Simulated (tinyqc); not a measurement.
# Worked calculation: on-chip power grid, static voltage drop by conjugate gradients

Numbers from tinyqc (`OMP_NUM_THREADS=1 python tinyqc.py 2770179 2770180 out.jsonl`; about 0.2 s on one thread of a shared Intel Xeon 2.30GHz). Printed values are rounded.

A grid of 3 rows and 3 columns, node k = 3 row + column. Neighbours in a row are joined by Rx, in a column by Ry; pad nodes, which reach the supply through Rp: 0, 6. Each node draws I0, node 8 draws kh I0. The drops u = Vdd - V solve G u = i, with G the conductance matrix (1/Rp added on the diagonal at pad nodes).

Inputs (values chosen for the exercise):

| symbol | value | unit | meaning |
|---|---|---|---|
| Vdd | 0.8 | V | supply voltage |
| Rx | 0.13 | ohm | resistance of a horizontal segment |
| Ry | 0.21 | ohm | resistance of a vertical segment |
| Rp | 0.034 | ohm | resistance from a pad node to the supply |
| I0 | 3.1 | mA | load current of an ordinary node |
| kh | 1 |  | factor on the load at the hot node |

## Diagonal of G, loads and first direction

G_kk = sum of the conductances at node k. Start u = 0, so the residual is r = i; p = r.

G_kk (S):
```
         col 0    col 1    col 2
row 0  41.8660  20.1465  12.4542
row 1  17.2161  24.9084  17.2161
row 2  41.8660  20.1465  12.4542
```

r at the start (mA):
```
       col 0  col 1  col 2
row 0    3.1    3.1    3.1
row 1    3.1    3.1    3.1
row 2    3.1    3.1    3.1
```

p at the start (mA):
```
       col 0  col 1  col 2
row 0    3.1    3.1    3.1
row 1    3.1    3.1    3.1
row 2    3.1    3.1    3.1
```

## Iteration 1: conjugate-gradient step

u at the start (mV):
```
       col 0  col 1  col 2
row 0      0      0      0
row 1      0      0      0
row 2      0      0      0
```

q = G p; a = (r.r)/(p.q); u(new) = u + a p; r(new) = r - a q; b = (r.r)(new)/(r.r); p(new) = r(new) + b p.

q (mA S):
```
         col 0   col 1   col 2
row 0  91.1765  0.0000  0.0000
row 1   0.0000  0.0000  0.0000
row 2  91.1765  0.0000  0.0000
```

a = 0.153 ohm

u after iteration 1 (mV):
```
          col 0     col 1     col 2
row 0  0.474300  0.474300  0.474300
row 1  0.474300  0.474300  0.474300
row 2  0.474300  0.474300  0.474300
```

r after iteration 1 (mA):
```
          col 0   col 1   col 2
row 0  -10.8500  3.1000  3.1000
row 1    3.1000  3.1000  3.1000
row 2  -10.8500  3.1000  3.1000
```

b = 3.5

p after iteration 1 (mA):
```
         col 0    col 1    col 2
row 0   0.0000  13.9500  13.9500
row 1  13.9500  13.9500  13.9500
row 2   0.0000  13.9500  13.9500
```

## Iteration 2: conjugate-gradient step

As before.

q (mA S):
```
          col 0    col 1  col 2
row 0  -173.736  107.308  0.000
row 1   132.857    0.000  0.000
row 2  -173.736  107.308  0.000
```

a = 0.0624510 ohm

u after iteration 2 (mV):
```
         col 0    col 1    col 2
row 0  0.47430  1.34549  1.34549
row 1  1.34549  1.34549  1.34549
row 2  0.47430  1.34549  1.34549
```

r after iteration 2 (mA):
```
          col 0     col 1    col 2
row 0   0.00000  -3.60147  3.10000
row 1  -5.19706   3.10000  3.10000
row 2   0.00000  -3.60147  3.10000
```

b = 0.301903

p after iteration 2 (mA):
```
          col 0    col 1    col 2
row 0   0.00000  0.61008  7.31155
row 1  -0.98551  7.31155  7.31155
row 2   0.00000  0.61008  7.31155
```

## Course of the conjugate-gradient iteration

Stop when |r| is below 1e-9 mA.

Course of the iteration:
```
iteration  largest u (mV)  |r| (mA)
1                  0.4743      17.4
2                 1.34549      9.56
3                 1.74726      5.24
4                 1.99376      1.16
5                 1.96673     0.108
6                 1.96524   < 1e-11
```

Converged in 6 iterations for 9 unknowns; in exact arithmetic the method needs at most 9. The condition number of the matrix is 24.4. Gauss-Seidel sweeps in node order need 101 to reach the same residual.

## Worst drop, pad currents and power lost

converged u (mV):
```
         col 0    col 1    col 2
row 0  0.47430  1.44832  1.89488
row 1  1.17939  1.64936  1.96524
row 2  0.47430  1.44832  1.89488
```

Pad current u/Rp; worst drop as a share of Vdd; power lost in the grid and pads sum_k i_k u_k; power delivered sum_k i_k (Vdd - u_k).

worst drop = 1.96524 mV
share of Vdd = 0.245655 %
pad currents (mA): node 0 13.95, node 6 13.95
power lost = 0.0385298 mW
power delivered = 22.2815 mW

The pad currents add up to the total load, 27.90 mA. The worst drop is at node 5.
